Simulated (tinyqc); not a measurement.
Raising U: Hubbard chain of 4 sites, mean field against exact. Computed by the program tinyqc. Collinear unrestricted mean field (the lowest of 40 random starts) against exact diagonalisation.

one-body matrix (hopping and site energies) (eV):
```
,1,2,3,4
1,0.0000,-0.6500,0.0000,0.0000
2,-0.6500,0.0000,-0.6500,0.0000
3,0.0000,-0.6500,0.0000,-0.6500
4,0.0000,0.0000,-0.6500,0.0000
```

electrons, up and down: 2  1

Exact and mean-field results (eV):
```
U,U/t,E exact,E mean field,mean |n_up - n_down|,"double occupancy, exact",first gap in the sector
0.330,0.508,-2.34960,-2.34169,0.250,0.111,0.640
0.650,1.000,-2.21644,-2.18637,0.250,0.097,0.615
1.300,2.000,-1.99520,-1.88554,0.250,0.074,0.543
2.600,4.000,-1.70504,-1.42436,0.498,0.041,0.406
3.900,6.000,-1.53825,-1.18257,0.626,0.025,0.312
5.200,8.000,-1.43524,-1.09011,0.728,0.016,0.249
7.800,12.000,-1.31845,-1.03212,0.741,0.008,0.175
13.000,20.000,-1.21600,-0.98677,0.747,3.05e-03,0.109
```

Estimate the missing row, U = 1.95.

Computed row:
```
U        U/t   E exact  E mean field  mean |n_up - n_down|  double occupancy, exact  first gap in the sector
1.950  3.000  -1.82928      -1.62356                 0.377                    0.055                    0.470
```

In absolute terms mean field is worst at U/t = 6.0, 0.356 eV too high: at small U it is nearly exact, and at large U it still misses the motion of the hole through a fluctuating spin background. Relative to the exact energy its error is 0.3 % at the smallest U, 24 % at most and 19 % at the largest. The double occupancy falls from 0.111 to 0.003.
